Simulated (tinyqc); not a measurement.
Changing the temperature T: mobility of a non-polar semiconductor in the relaxation-time approximation. Computed by tinyqc, a small Python program. Command: `OMP_NUM_THREADS=1 python tinyqc.py 3031160 3031161 out.jsonl rta sweep`. One thread of a shared host (Intel(R) Xeon(R) Processor @ 2.30GHz), about 0.04 s of CPU time with the checks.

Each valley is treated as a sphere of mass m_d for states and rates, with one isotropic relaxation time; the conductivity mass m_c sets the current.

Inputs (values chosen for the exercise, for a model non-polar semiconductor): longitudinal mass m_l = 0.47 m_0; transverse mass m_t = 0.077 m_0; equivalent valleys Z = 3; static permittivity eps_s = 14.4; density rho = 5590 kg/m^3; sound velocity v_l = 7230 m/s; acoustic deformation potential D_A = 4.1 eV; phonon energy hbar w = 75.5 meV; optical or intervalley deformation potential D_o = 7.9 1e8 eV/cm; final valleys Z_f = 2; carrier density n = 2.7e+17 1/cm^3; compensation ratio C = 0.

Band: parabolic. Impurity formula: Brooks-Herring. Further scattering: none.

Constants: k_B = 8.617333262e-05 eV/K; m_0 = 9.1093837015e-31 kg; e = 1.602176634e-19 C; hbar = 1.054571817e-34 J s; eps_0 = 8.8541878128e-12 F/m; k_B = 1.380649e-23 J/K; hbar = 6.582119569e-16 eV s.

Method:
- m_d = (m_l m_t^2)^(1/3); 1/m_c = (1/m_l + 2/m_t)/3; Hall mass factor A = 3 K_m (K_m + 2)/(2 K_m + 1)^2, K_m = m_l/m_t; N_I = n (1 + C)/(1 - C).
- Parabolic band: E = hbar^2 k^2/(2 m), speed v = hbar k/m, states per spin, volume and energy g(E) = m k/(2 pi^2 hbar^2). Here m = m_d. Masses are multiplied by m_0 and all formulas are in SI units.
- The reduced Fermi level eta = E_F/(k_B T) solves n = 2 Z int g f dE with f = 1/(1 + exp(x - eta)) (Z = 1 unless valleys are given); screening length L_s = sqrt(eps_s eps_0 k_B T/(e^2 dn/deta)), dn/deta = 2 Z int g f (1 - f) dE.
- Integrals over x = E/(k_B T) use 160 Gauss-Legendre points in u = sqrt(x) from 0 to sqrt(max(eta, 0) + 32).
- Phonon occupation N_q = 1/(exp(hbar w/(k_B T)) - 1).
- Acoustic deformation potential (elastic, equipartition, absorption and emission together): 1/tau = 2 pi k_B T D_A^2 g(E)/(hbar rho v_l^2).
- Optical or intervalley deformation potential: 1/tau = (pi Z_f D_o^2/(rho w)) [N_q g(E + hbar w) + (N_q + 1) g(E - hbar w)], with g = 0 below the band edge.
- Each optical term is multiplied by (1 - f(E'))/(1 - f(E)), E' the final energy, for Pauli blocking.
- Singly charged impurities, momentum relaxation: 1/tau = N_I e^4 m (1 + 2 alpha E) Phi/(8 pi (eps_s eps_0)^2 hbar^3 k^3), with alpha = 0 for a parabolic band.
- Brooks-Herring: Phi = ln(1 + b) - b/(1 + b), b = 4 k^2 L_s^2.
- mu = (m_d/m_c) (2 Z e/(3 n k_B T)) int g v^2 tau f (1 - f) dE.
- Averages over x are split at the emission threshold x_0 = hbar w/(k_B T): 64 Gauss-Legendre points in sqrt(x) below it and 128 in sqrt(x - x_0) above it, up to x = max(eta, 0) + 32.
- Rates are added at each energy before the average. With <y> = int g v^2 y f (1 - f) dE: Hall factor r_H = A (3 n k_B T/(2 Z m_d)) <tau^2/(1 + 2 alpha E)>/<tau>^2 (alpha = 0 for a parabolic band); Hall mobility r_H mu; |S| = (k_B/e) (<x tau>/<tau> - eta); resistivity 1/(n e mu).
- Matthiessen's rule adds 1/mu of the separate processes.

One run for each value; columns: (1) temperature T (K); (2) drift mobility mu (cm^2/(V s)); (3) acoustic mobility (cm^2/(V s)); (4) ionised impurity mobility (cm^2/(V s)); (5) optical mobility (cm^2/(V s)); (6) Hall factor r_H; (7) excess of Matthiessen's rule over the full mu (%):
```
(1)     (2)         (3)    (4)         (5)     (6)         (7)
60   5282.5  1.9101e+06   5306  6.1218e+10  0.9910  1.6544e-01
79   5491.3  1.3036e+06   5535  1.8507e+09  1.0567  3.7059e-01
100  5893.2  9.3286e+05   5983  1.7983e+08  1.1064  8.6913e-01
140  6802.5  5.7371e+05   7119  1.4154e+07  1.1338  3.3236e+00
180  7639.0  3.9716e+05   8451  3.2658e+06  1.1119  8.0564e+00
230  8427.6  2.7671e+05  10273  9.9868e+05  1.0668  1.6381e+01
310  9087.6  1.7776e+05  13425  2.9942e+05  1.0018  3.1858e+01
410  9147.5  1.1724e+05  17660  1.1676e+05  0.9465  4.8291e+01
530  8615.7  7.9927e+04  23079  5.6094e+04  0.9080  5.7552e+01
700  7492.5  5.2733e+04  31271  2.8431e+04  0.8833  5.4987e+01
```

What does the table show, and why?

Over the rows, drift mobility mu (cm^2/(V s)) goes from 5280 through a maximum among these rows, 9150 at 410, to 7490; acoustic mobility (cm^2/(V s)) falls from 1.91e6 to 52700 (exponent d ln y / d ln x -1.4 between the first rows and -1.5 between the last); ionised impurity mobility (cm^2/(V s)) rises from 5310 to 31300 (exponent d ln y / d ln x 0.15 between the first rows and 1.1 between the last). At the high end the exponent of acoustic mobility is -1.49, close to -1.5: the T^(-3/2) law of acoustic scattering in a classical gas. The lowest separate mobility among these three is impurity from 60.0 to 530, optical at 700 K. Matthiessen's rule errs most, by 58 %, at 530 K.

Caution (rows 60.0, 79.0, 100): n is taken as given; at low temperature (in diamond even at 300 K) real dopants can freeze out, which changes n and N_I.

Extremes, crossings and ranges named in words are read from the listed rows.
